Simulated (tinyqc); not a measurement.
Chemically amplified photoresist: aerial image, acid generation, bake, development and line width. Inputs raised by 2 %, one at a time. Computed by tinyqc, a small Python program. Command: `OMP_NUM_THREADS=1 python tinyqc.py 3031004 3031005 out.jsonl resist sens`. One thread of a shared host (Intel(R) Xeon(R) Processor @ 2.30GHz), about 0.03 s of CPU time with the checks.

Lines and spaces of pitch p with a two-beam-like image; x = 0 is the middle of the bright space. The resist is positive and treated as uniform in depth.

Inputs (values chosen for the exercise, for a model resist at 13.5 nm):

| quantity | value | unit |
|---|---|---|
| pitch p | 34 | nm |
| image contrast c | 0.76 | - |
| mean dose E | 12.1 | mJ/cm^2 |
| Dill parameter C | 0.023 | cm^2/mJ |
| quencher load q, relative to the acid generator | 0.16 | - |
| acid diffusivity D | 0.16 | nm^2/s |
| bake time t | 60 | s |
| amplification rate k_amp | 0.025 | 1/s |
| threshold protection m_th | 0.61 | - |
| development selectivity n | 3 | - |
| largest rate r_max | 180 | nm/s |
| smallest rate r_min | 0.019 | nm/s |
| resist thickness d | 42 | nm |
| development time t_d | 30 | s |
| photon energy | 91.84 | eV |
| absorption coefficient alpha | 3.6 | 1/um |

Method:
- Dose E(x) = E [1 + c cos(2 pi x/p)]; acid h = 1 - exp(-C E(x)).
- Bake: the acid image is blurred by a Gaussian of variance sigma^2 = 2 D t (each Fourier term k of h, taken on 64 points, is multiplied by exp(-4 pi^2 k^2 D t/p^2)).
- Cosine coefficients: h(x) = sum_k h_k cos(2 pi k x/p).
- The quencher then removes q, h_eff = max(h_blurred - q, 0); protection m = exp(-k_amp t h_eff).
- Mack rate r = r_max (a + 1)(1 - m)^n/(a + (1 - m)^n) + r_min, a = ((n + 1)/(n - 1))(1 - m_th)^n.
- Edge: vertical development clears the film where r t_d >= d; the space width is twice the x where r = d/t_d.
- Dose sensitivity = d ln(width)/d ln E from widths at 1.005 E and E/1.005; image log-slope at the edge = |d ln E/dx|, normalised by the width (NILS); latitude for 10 % of width = 10 %/sensitivity.
- The edge lies at x = width/2.
- Absorbed photons per volume N = E(edge) alpha/(photon energy), 1 mJ/cm^2 = 62.41509 eV/nm^2, alpha in 1/nm; a Gaussian blur averages over a volume V = (2 sqrt(pi) sigma)^3; relative noise 1/sqrt(N V); edge noise sigma_x = (dh/d ln E) noise/|dh/dx|, with both derivatives of the blurred acid at the edge.

Runs:

| input moved | from | to | space width (nm) | dose sensitivity | edge noise from photons (nm) | dose latitude (%) |
|---|---|---|---|---|---|---|
| base run | - | - | 18.05 | 0.9886 | 0.8797 | 10.12 |
| mean dose E (mJ/cm^2) | 12.1 | 12.342 | 18.40 | 0.9558 | 0.8701 | 10.46 |
| Dill parameter C (cm^2/mJ) | 0.023 | 0.02346 | 18.40 | 0.9558 | 0.8787 | 10.46 |
| acid diffusivity D (nm^2/s) | 0.16 | 0.1632 | 18.05 | 0.9949 | 0.8724 | 10.05 |
| amplification rate k_amp (1/s) | 0.025 | 0.0255 | 18.17 | 0.9775 | 0.8796 | 10.23 |
| development time t_d (s) | 30 | 30.6 | 18.09 | 0.9846 | 0.8797 | 10.16 |
| largest rate r_max (nm/s) | 180 | 183.6 | 18.09 | 0.9846 | 0.8797 | 10.16 |
| threshold protection m_th | 0.61 | 0.6222 | 18.23 | 0.9720 | 0.8795 | 10.29 |

Exponents ln(y'/y) / ln(x'/x):

| input | space width | dose sensitivity | edge noise from photons | dose latitude |
|---|---|---|---|---|
| mean dose E | 0.972 | -1.705 | -0.557 | 1.705 |
| Dill parameter C | 0.972 | -1.705 | -0.057 | 1.705 |
| acid diffusivity D | 0.004 | 0.318 | -0.425 | -0.318 |
| amplification rate k_amp | 0.333 | -0.571 | -0.009 | 0.571 |
| development time t_d | 0.120 | -0.206 | -0.004 | 0.206 |
| largest rate r_max | 0.119 | -0.203 | -0.004 | 0.203 |
| threshold protection m_th | 0.501 | -0.856 | -0.011 | 0.856 |

Which inputs matter most for each result?

Among the inputs moved here: space width answers most in size to mean dose E (exponent +0.972), and about equally to Dill parameter C (+0.972). Dose sensitivity answers most in size to mean dose E (exponent -1.705), and about equally to Dill parameter C (-1.705). Edge noise from photons answers most in size to mean dose E (exponent -0.557), next to acid diffusivity D (-0.425). Dose latitude answers most in size to mean dose E (exponent +1.705), and about equally to Dill parameter C (+1.705).

Caution (all rows): lateral development, standing waves and the joint diffusion of acid and quencher are left out, so widths are indicative. Caution (all rows): the noise counts photons alone (acid and quencher statistics add to it) and takes the film as thicker than the blur; a thinner film averages in two dimensions only.

Extremes, crossings and ranges named in words are read from the listed rows.
